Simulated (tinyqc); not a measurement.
From results to parameters: diatomic chain. Computed by the program tinyqc.

Problem. A chain of two alternating masses has one spring constant k; at the zone edge omega^2 = 2k/M and 2k/m, and wavenumber = 521.4708 sqrt(omega^2) with omega^2 in eV/(angstrom^2 u). Find k, the heavier mass and the optical wavenumber at q = 0.

wavenumbers at the zone edge (cm^-1): 214.745483  517.270967
lighter mass = 18.700000 u

Solution. The upper value gives k = m omega^2/2, the ratio of the squares gives M/m, and at q = 0 omega^2 = 2k (1/m + 1/M), the sum of the two.

k = 9.2000 eV/angstrom^2
heavier mass = 108.500 u
optical wavenumber at q = 0 = 560.0758 cm^-1
